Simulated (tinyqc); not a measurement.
Floating body of a partially depleted SOI transistor: body voltage and kink: one step of the calculation.

Source at 0 V. Channel current Ic = 2 nf K Vt^2 [F(0) - F(Vd)](1 + la Vd), F(V) = ln^2(1 + exp((Vg - VT - nf V)/(2 nf Vt))), VT = VT0 - gb Vb. Saturation voltage Vs = 2 Vt sqrt(F(0)) + 3 Vt, excess Ve = (Vd - Vs + sqrt((Vd - Vs)^2 + 0.0004 V^2))/2, multiplication M1 = Ai Ve exp(-Bl/Ve). Each junction passes D(v) = J1 (exp(v/Vt) - 1) + J2 (exp(v/(2 Vt)) - 1). Bipolar current Ib = bb J1 (exp(Vb/Vt) - 1). The body settles where M1 (Ic + Ib) = D(Vb) + D(Vb - Vd) + Vb/Rb; drain current Id = (1 + M1)(Ic + Ib) - D(Vb - Vd).

Task. New Vb. Current into the body I_in = M1 (Ic + Ib) - D(Vb - Vd), current out I_out = D(Vb) + Vb/Rb; f = ln(I_in/I_out), s = df/dVb by central differences over 1e-5 V, Vb(new) = Vb - f/s.

Values chosen for this exercise; values of the order met in partially depleted silicon-on-insulator transistors: temperature T = 358 K; threshold at zero body voltage VT0 = 0.45 V; fall of the threshold per volt of body voltage gb = 0.23; slope factor nf = 1.34; gain factor per width K = 430 uA/(V^2 um); channel-length modulation factor la = 0.09 1/V; impact-ionisation prefactor Ai = 2.22 1/V; impact-ionisation voltage Bl = 7.1 V; diffusion saturation current of each junction J1 = 6.7e-10 uA/um; recombination saturation current of each junction J2 = 3.4e-8 uA/um; gain of the lateral bipolar transistor on the diffusion current bb = 0.5; resistance of a weak body tie to the source (1e9 stands for no tie, and the term is then dropped) Rb = 1e5 kohm um; gate voltage Vg = 0.87 V; drain voltage Vd = 1.5 V.

Constants: q = 1.602176634e-19 C, kB = 1.380649e-23 J/K, Vt = kB T/q. Results are converted to the units shown.

Vb after iteration 1 = 0.57889769 V

Give: Ic; Ve; M1; I_in; I_out; f; s; Vb after iteration 2.

Result.

Ic = 55.741 uA/um
Ve = 0.99468 V
M1 = 0.0017541
I_in = 0.097856 uA/um
I_out = 0.10072 uA/um
f = -0.028861
s = -31.131 1/V
Vb after iteration 2 = 0.57797 V

Range of the model: The multiplication law is an empirical form chosen for the exercise; self-heating and capacitive coupling to the body are left out, and the linear laws are rough once Vb passes about 0.7 V or M1 about 0.1.

Computed by the program tinyqc: `OMP_NUM_THREADS=1 python tinyqc.py 2182140 2182141 out.jsonl`, one thread of a shared Intel Xeon 2.30GHz, about 0.2 s for the whole run.
